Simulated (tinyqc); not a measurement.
# p-n heterojunction, non-linear Poisson equation by Newton steps, Fermi-Dirac statistics: effects of single changes

One dimension, material 1 (p-type) at x < 0 and material 2 (n-type) at x > 0. Band edges: Ec = -psi in material 1 and -psi + dEc in material 2, Ev = Ec - Eg. Flat quasi-Fermi levels: 0 for holes, +V for electrons. n = Nc F((EFn - Ec)/Vt), p = Nv F((Ev - EFp)/Vt), with F(eta) = F_1/2(eta) = (2/sqrt(pi)) int_0^infinity sqrt(u) du/(1 + exp(u - eta)) (Fermi-Dirac statistics); full ionisation, no interface charge, classical densities; the doping types are chosen for the exercise.

Parameters, values chosen for the exercise; band and dielectric values those of a made-up pair: temperature T = 300 K; band gap of material 1 Eg1 = 1.1 eV; relative permittivity of material 1 er1 = 13.6; conduction-band density of states of material 1 Nc1 = 2.03e19 cm^-3; valence-band density of states of material 1 Nv1 = 1.05e19 cm^-3; band gap of material 2 Eg2 = 0.984 eV; relative permittivity of material 2 er2 = 11.6; conduction-band density of states of material 2 Nc2 = 2.78e19 cm^-3; valence-band density of states of material 2 Nv2 = 2.65e19 cm^-3; conduction-band offset Ec2 - Ec1 dEc = 0.02 eV; acceptor density of material 1 N1 = 8.8e16 cm^-3; donor density of material 2 N2 = 1.5e18 cm^-3; bias of side 1 against side 2 V = 0.24 V.

Constants: q = 1.602176634e-19 C, kB = 1.380649e-23 J/K, Vt = kB T/q, eps0 = 8.8541878128e-14 F/cm where lengths are in cm. Results are converted to the units shown.

Each table varies one quantity; the others keep the values above.

## Effect of the donor density of material 2

Exact first integral: on each side D^2/(2 eps0 er) = G, G = q [Vt (nI_j - nI_b) + Vt (pI_j - pI_b) - C (psi_j - psi_b)], with C = -N1 or +N2, b the neutral end of that side, and nI, pI the densities with F_1/2 replaced by F_3/2(eta) = (4/(3 sqrt(pi))) int_0^infinity u^(3/2) du/(1 + exp(u - eta)). D is continuous, so er1 G1(psi_j) = er2 G2(psi_j) fixes psi_j. Ends from Nv1 F((-psi_L - Eg1)/Vt) = N1 and Nc2 F((V + psi_R - dEc)/Vt) = N2. D is counted positive when psi rises towards material 2. Depletion (Anderson) capacitance C^2 = q eps0 er1 er2 N1 N2/(2 (er1 N1 + er2 N2)(psi_R - psi_L)). -dD/dV is the change of the displacement at the interface with both quasi-Fermi levels flat; it is the terminal capacitance only while neither side holds an inversion layer. n_j and p_j are densities at the interface.

Results:

| N2 (cm^-3) | psi_R - psi_L (V) | psi_j - psi_L (V) | psi_R - psi_j (V) | D/q (cm^-2) | n_j in 1 (cm^-3) | p_j in 2 (cm^-3) | -dD/dV (nF/cm^2) | depletion C (nF/cm^2) |
|---|---|---|---|---|---|---|---|---|
| 7.5e16 | 0.6036 | 0.2585 | 0.3451 | 5.546e11 | 1.894e11 | 1.953e15 | 79.55 | 76.94 |
| 1.8e17 | 0.6262 | 0.3910 | 0.2352 | 6.950e11 | 3.198e13 | 1.157e13 | 96.90 | 92.83 |
| 9.8e17 | 0.6703 | 0.5846 | 0.08565 | 8.725e11 | 5.711e16 | 6.470e9 | 102.9 | 107.0 |
| 2.3e18 | 0.6928 | 0.6366 | 0.05620 | 9.863e11 | 4.232e17 | 8.676e8 | 82.96 | 108.3 |
| 5.4e18 | 0.7159 | 0.6725 | 0.04341 | 1.229e12 | 1.659e18 | 2.166e8 | 58.58 | 107.9 |
| 1.3e19 | 0.7411 | 0.7023 | 0.03876 | 1.705e12 | 4.968e18 | 6.831e7 | 38.60 | 106.6 |
| 3e19 | 0.7681 | 0.7291 | 0.03904 | 2.497e12 | 1.234e19 | 2.422e7 | 25.22 | 104.9 |

Estimate the missing row, N2 = 4.2e17 cm^-3.

Computed row:

| N2 (cm^-3) | psi_R - psi_L (V) | psi_j - psi_L (V) | psi_R - psi_j (V) | D/q (cm^-2) | n_j in 1 (cm^-3) | p_j in 2 (cm^-3) | -dD/dV (nF/cm^2) | depletion C (nF/cm^2) |
|---|---|---|---|---|---|---|---|---|
| 4.2e17 | 0.6482 | 0.5046 | 0.1436 | 7.964e11 | 2.586e15 | 1.431e11 | 106.1 | 102.5 |

With this row back in the table: As N2 goes from 7.5e16 to 3e19, the total bending rises from 0.604 to 0.768 V and the sheet charge D/q rises from 5.55e11 to 2.50e12 cm^-2; the share of the bending in material 1 rises from 42.8 to 94.9 %. The capacitance departs most from the depletion formula at N2 = 3e19, where it is 76 % below it, and there the electrons at the interface in material 1 outnumber its acceptors: an inversion layer has formed.

## Effect of the conduction-band offset Ec2 - Ec1

Same model as above.

Effect of the conduction-band offset Ec2 - Ec1:

| dEc (eV) | psi_R - psi_L (V) | psi_j - psi_L (V) | psi_R - psi_j (V) | D/q (cm^-2) | n_j in 1 (cm^-3) | p_j in 2 (cm^-3) | -dD/dV (nF/cm^2) | depletion C (nF/cm^2) |
|---|---|---|---|---|---|---|---|---|
| -0.28 | 0.3815 | 0.3389 | 0.04256 | 6.435e11 | 4.257e12 | 7.929e8 | 151.7 | 144.3 |
| -0.2 | 0.4615 | 0.4128 | 0.04871 | 7.154e11 | 7.407e13 | 1.006e9 | 137.0 | 131.2 |
| -0.13 | 0.5315 | 0.4776 | 0.05391 | 7.732e11 | 9.083e14 | 1.230e9 | 127.0 | 122.2 |
| -0.05 | 0.6115 | 0.5515 | 0.05998 | 8.375e11 | 1.585e16 | 1.556e9 | 116.1 | 114.0 |
| 0.02 | 0.6815 | 0.6134 | 0.06812 | 9.189e11 | 1.730e17 | 2.131e9 | 94.51 | 108.0 |
| 0.1 | 0.7615 | 0.6657 | 0.09575 | 1.163e12 | 1.287e18 | 6.206e9 | 43.35 | 102.1 |
| 0.17 | 0.8315 | 0.6910 | 0.1404 | 1.484e12 | 3.306e18 | 3.497e10 | 19.49 | 97.74 |
| 0.25 | 0.9115 | 0.7082 | 0.2033 | 1.846e12 | 6.121e18 | 3.972e11 | 9.804 | 93.35 |
| 0.32 | 0.9815 | 0.7185 | 0.2630 | 2.134e12 | 8.711e18 | 4.002e12 | 6.301 | 89.96 |

As dEc goes from -0.28 to 0.32, the total bending rises from 0.381 to 0.981 V and the sheet charge D/q rises from 6.43e11 to 2.13e12 cm^-2; the share of the bending in material 1 goes from 88.8 through a maximum of 90.2 (at dEc = -0.05 among the rows listed) to 73.2 %. The alignment is staggered for dEc = -0.28, -0.2, -0.13, 0.02, 0.1, 0.17, 0.25, 0.32 eV. The capacitance departs most from the depletion formula at dEc = 0.32, where it is 93 % below it, and there the electrons at the interface in material 1 outnumber its acceptors: an inversion layer has formed.

Program tinyqc, `OMP_NUM_THREADS=1 python tinyqc.py 2040010 2040011 out.jsonl`; Intel Xeon 2.30GHz, shared host, one thread, about 0.1 s.
